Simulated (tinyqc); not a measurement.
Bandgap voltage reference from two bipolar transistors: output against temperature.

Two transistors of area 1 and N carry the same current I. Is(T) = Is (T/T0)^eta exp[(Vg0 q/kB)(1/T0 - 1/T)], VBE1 = Vt ln(I/Is(T)) + I rb, VBE2 = Vt ln(I/(N Is(T))) + I rb/N. The amplifier forces I R1(T) = VBE1 - VBE2 + Vos, with R(T) = R (1 + tc (T - T0)) for both resistors, and the output is Vref = VBE1 + I R2(T). Base currents and the Early effect are neglected.

Vt = kB T/q; I = (Vt ln N + Vos)/(R1(T) - rb (1 - 1/N)).

Parameters, values chosen for the exercise; values of the order met in silicon bipolar transistors: reference temperature T0 = 300 K; band-gap voltage extrapolated to 0 K Vg0 = 1.147 V; temperature exponent of the saturation current eta = 3.5; saturation current of the unit transistor at T0 Is = 4.7e-16 A; area ratio of the second transistor N = 15; resistor across which the difference of VBE falls, at T0 R1 = 22 kohm; temperature coefficient of both resistors tc = -200 ppm/K; offset of the amplifier Vos = -0.6 mV; series resistance of the unit transistor rb = 45 ohm; output resistor at T0 R2 = 193 kohm.

Constants: q = 1.602176634e-19 C, kB = 1.380649e-23 J/K. Results are converted to the units shown.

Results:
```
T (K)	I (uA)	VBE1 (V)	I R2 (V)	Vref (V)	Vref - Vref(T0) (mV)	dVref/dT (uV/K)
218	2.252	0.7533	0.4419	1.195	-0.008914	34.82
233	2.416	0.7230	0.4726	1.196	0.4088	21.03
273	2.859	0.6411	0.5547	1.196	0.5789	-11.62
298	3.138	0.5893	0.6060	1.195	0.06051	-29.57
323	3.421	0.5371	0.6572	1.194	-0.8869	-45.99
348	3.707	0.4845	0.7085	1.193	-2.228	-61.10
373	3.995	0.4315	0.7598	1.191	-3.933	-75.09
398	4.287	0.3781	0.8111	1.189	-5.974	-88.11
423	4.581	0.3245	0.8624	1.187	-8.331	-100.3
```

Estimate the missing row, T = 253 K.

Computed row:
```
T (K)	I (uA)	VBE1 (V)	I R2 (V)	Vref (V)	Vref - Vref(T0) (mV)	dVref/dT (uV/K)
253	2.637	0.6822	0.5137	1.196	0.6570	4.027
```

With this row back in the table: VBE1 falls by 2.09 mV/K on average and I R2 rises by 2.05 mV/K. The slope of Vref vanishes at T = 258 K. Between 233 and 398 K Vref spans 6.64 mV, or 33.7 ppm/K by the box method (span over the average over T, over 165 K).

tinyqc, about 0.03 s, one thread, Intel Xeon 2.30GHz (shared host): `OMP_NUM_THREADS=1 python tinyqc.py 2062133 2062134 out.jsonl`
